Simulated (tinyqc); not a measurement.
Well width from the intersubband spacing.

Problem. In an empty well of width L and depth Vb, level k solves kw L/2 = (k - 1) pi/2 + arctan(sqrt((mw/mb)(Vb - E)/E)) with kw = sqrt(mw E/C), C = hbar^2/(2 m0). Find L, E1 and E2 from the spacing.

Inputs (values chosen for the exercise); material values those of a made-up well:
```
symbol,value,unit,meaning
mw,1.1,m0,mass along z in the well
mb,1.1,m0,mass along z in the barriers
Vb,0.188,eV,barrier height
```

Constants: q = 1.602176634e-19 C, hbar = 1.054571817e-34 J s, m0 = 9.1093837015e-31 kg, hbar^2/(2 m0) = 0.0380998212 eV nm^2. Results are converted to the units shown.

E2 - E1 = 42.331012 meV

Answer. Both levels are solved for trial widths until their difference matches. A second level is bound only for L above 1.35 nm, and over that range one width gives this spacing.

L = 4.00 nm
E1 = 14.4 meV
E2 = 56.7 meV

Numbers from tinyqc (`OMP_NUM_THREADS=1 python tinyqc.py 2140017 2140018 out.jsonl`; about 0.1 s on one thread of a shared Intel Xeon 2.30GHz).
